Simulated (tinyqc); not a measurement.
Electron continuity equation in a given potential, Scharfetter-Gummel discretisation: one step of the calculation.

Steady state in one dimension: J = q mu n E + q D dn/dx with E = -dpsi/dx and D = mu Vt, dJ/dx = q (n/tau - G), fixed densities nL and nR at the ends. The potential is given, psi = U x/L - Ub exp(-((x/L - xb)/sb)^2), and is not changed by the electrons.

Question. Densities and current. B(d) = d/(exp(d) - 1) with d_i = (psi_(i+1) - psi_i)/Vt; b and f are the diagonal and right side of the balance equations. Solve B(-d_(i-1)) n_(i-1) + b_i n_i + B(d_i) n_(i+1) = f_i (end values already in f), then J_i = (q D/h) [n_(i+1) B(d_i) - n_i B(-d_i)], h = L/11, D = mu Vt.

Inputs (values chosen for the exercise); mobility that of a made-up semiconductor:
- T = 350 K (temperature)
- mu = 1440 cm^2/(V s) (electron mobility)
- L = 3.5 um (length of the region)
- nL = 1e12 cm^-3 (density at x = 0)
- nR = 2.3e11 cm^-3 (density at x = L)

Constants: q = 1.602176634e-19 C, kB = 1.380649e-23 J/K, Vt = kB T/q. Results are converted to the units shown.

| interval | B(d_i) | B(-d_i) |
|---|---|---|
| 0 | 0.10349605 | 3.6726244 |
| 1 | 0.15445467 | 3.1788191 |
| 2 | 0.40599501 | 2.0011129 |
| 3 | 0.18488944 | 2.9570936 |
| 4 | 0.019796679 | 5.6787729 |
| 5 | 0.037092035 | 4.9259653 |
| 6 | 0.086737112 | 3.8900265 |
| 7 | 0.099242751 | 3.7243110 |
| 8 | 0.099838566 | 3.7169401 |
| 9 | 0.099846694 | 3.7168398 |
| 10 | 0.099846729 | 3.7168394 |

| node | diagonal b | right side f (cm^-3) |
|---|---|---|
| 1 | -3.2871714 | -3.6726244e12 |
| 2 | -2.1604239 | 0 |
| 3 | -3.3679449 | 0 |
| 4 | -5.8685187 | 0 |
| 5 | -4.9506183 | 0 |
| 6 | -3.9319749 | 0 |
| 7 | -3.8159044 | 0 |
| 8 | -3.8210391 | 0 |
| 9 | -3.8215347 | 0 |
| 10 | -3.8215424 | -2.2964748e10 |

Wanted: n; J.

Answer.

| node | n (cm^-3) |
|---|---|
| 0 | 1.000e12 |
| 1 | 1.212e12 |
| 2 | 2.015e12 |
| 3 | 1.231e12 |
| 4 | 6.228e11 |
| 5 | 7.213e11 |
| 6 | 9.251e11 |
| 7 | 9.682e11 |
| 8 | 9.690e11 |
| 9 | 9.672e11 |
| 10 | 9.467e11 |
| 11 | 2.300e11 |

| interval | J (A/cm^2) |
|---|---|
| 0 | -0.7758 |
| 1 | -0.7745 |
| 2 | -0.7723 |
| 3 | -0.7710 |
| 4 | -0.7704 |
| 5 | -0.7696 |
| 6 | -0.7686 |
| 7 | -0.7676 |
| 8 | -0.7666 |
| 9 | -0.7655 |
| 10 | -0.7645 |

Program tinyqc, `OMP_NUM_THREADS=1 python tinyqc.py 2220126 2220127 out.jsonl`; Intel Xeon 2.30GHz, shared host, one thread, about 0.01 s.
